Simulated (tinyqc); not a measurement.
# Density and mobility of a removed layer (differential Hall)

Question. For layers in parallel the sheet conductance g = 1/Rs and the product g mu_H (mu_H signed, unit Hall factors) are additive. Find the sheet density and mobility of the layer that was removed, and its share of the conductance.

Constants: q = 1.602176634e-19 C. Results are converted to the units shown.

Rs before and after removing the top layer (ohm/square): 678.42490  838.91251
apparent mobility before and after, signed (cm^2/(V s)): 370.78261  80

Answer. The differences give g1 = q n mu and g1 mu = q n mu^2; their ratio is mu and g1^2/(q g1 mu) is n.

sheet density = 1.10e12 cm^-2
mobility = 1.60e3 cm^2/(V s)
share of the conductance = 19.1 %

tinyqc, about 0.01 s, one thread, Intel Xeon 2.30GHz (shared host): `OMP_NUM_THREADS=1 python tinyqc.py 2850164 2850165 out.jsonl`
